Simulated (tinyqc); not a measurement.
# Worked calculation: resistance of a source-drain extension with a graded tip

Numbers from tinyqc (`OMP_NUM_THREADS=1 python tinyqc.py 2282256 2282257 out.jsonl`; about 0.07 s on one thread of a shared Intel Xeon 2.30GHz). Printed values are rounded.

y runs along the channel, the gate covers y > 0. The doping is N0 for y < y0 and N0 10^(-(y - y0)/la) beyond, uniform over the depth xj. Sheet conductance s(y) = q mu(N) max(N - Nch, 0) xj + (for y > 0) ma Cox Vo, with mu(N) = u0 + (u1 - u0)/(1 + (N/Nr)^au) and Cox = eps0 eox/tox. Current is taken as one-dimensional; depletion of the tip, spreading and the contact are left out. The metallurgical junction lies at yj, where N = Nch.

Values chosen for this exercise; mobility law close to that of electrons in silicon:
```
symbol,value,unit,meaning
eox,25.2,,relative permittivity of the gate insulator (close to zirconium oxide)
tox,11,nm,insulator thickness
N0,8e19,cm^-3,active doping of the extension far from the gate
la,5.9,nm/decade,lateral abruptness
y0,3.1,nm,position under the gate where the fall begins (gate edge at 0)
xj,16,nm,depth of the extension
Nch,3.1e18,cm^-3,channel doping
Vo,0.34,V,gate overdrive
ma,84,cm^2/(V s),mobility of the gate-induced layer
u1,1414,cm^2/(V s),mobility at low doping
u0,68.5,cm^2/(V s),mobility at high doping
Nr,9.2e16,cm^-3,reference doping
au,0.711,,exponent
Lg,45,nm,gate length
```

Constants: q = 1.602176634e-19 C, eps0 = 8.8541878128e-14 F/cm where lengths are in cm. Results are converted to the units shown.

## Sheet resistances and junction position

yj = y0 + la log10(N0/Nch); sheet resistance of the full extension 1/[q mu(N0)(N0 - Nch) xj] and of the gate-induced layer 1/(ma Cox Vo); metallurgical length Lg - 2 yj; ye is where the doped and the gate-induced conductances are equal.

yj = 11.42920 nm
sheet resistance of the extension = 639.2690 ohm/square
sheet resistance of the induced layer = 17261.77 ohm/square
metallurgical length = 22.14161 nm
ye = 10.39440 nm
N at ye = 4.642494e18 cm^-3

The gate takes over 1.03 nm before the junction, where N is still 1.50 times the channel doping.

## Resistance of the overlapped part

Midpoint rule on 8 equal steps from 0 to yj: R_ov = sum h/s(y), per width.

| point | y (nm) | N (cm^-3) | doped conductance (uS) | sheet resistance (ohm/square) |
|---|---|---|---|---|
| 0 | 0.7143248 | 8e19 | 1564.287 | 616.4399 |
| 1 | 2.142974 | 8e19 | 1564.287 | 616.4399 |
| 2 | 3.571624 | 6.655087e19 | 1315.160 | 728.2835 |
| 3 | 5.000274 | 3.810743e19 | 778.8174 | 1195.102 |
| 4 | 6.428923 | 2.182055e19 | 458.3132 | 1937.066 |
| 5 | 7.857573 | 1.249458e19 | 260.6983 | 3138.439 |
| 6 | 9.286223 | 7.154474e18 | 131.7406 | 5272.257 |
| 7 | 10.71487 | 4.096696e18 | 39.16967 | 10298.54 |

R_ov = 34.006 ohm um

The exact integral is 35.105 ohm um; the coarse sum is 3.1 % below it.
